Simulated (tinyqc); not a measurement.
Bond-orbital model of a tetrahedral semiconductor (Harrison's universal couplings): one step. Band edges at Gamma.

Inputs chosen for the exercise (near tabulated values for Ge; the model gives trends, and its gaps can be far from the real ones; not measured data):
- esc = -14.93 eV (s level, cation)
- epc = -7.38 eV (p level, cation)
- esa = -14.93 eV (s level, anion)
- epa = -7.38 eV (p level, anion)

hbar^2/(m d^2) = 1.279892 eV

Task: Ev is the lower root of [[epa, Exx], [Exx, epc]] and the s-like conduction level the upper root of [[esa, Ess], [Ess, esc]], with Exx = 1.28 u and Ess = 5.28 u, u = hbar^2/(m d^2).

Give: Exx, Ess; Ev; s-like conduction level; E0 gap.

Result:

Exx, Ess (eV): 1.6383  6.7578

Ev = -9.018 eV
s-like conduction level = -8.172 eV
E0 gap = 0.846 eV

Universal couplings give the trend of E0 from compound to compound, not its value; it can miss by several eV and by a factor of two or more, and spin-orbit coupling is left out.

tinyqc: `OMP_NUM_THREADS=1 python tinyqc.py 1452387 1452388 out.jsonl`; about 0.01 s, one thread, shared Intel(R) Xeon(R) Processor @ 2.30GHz.
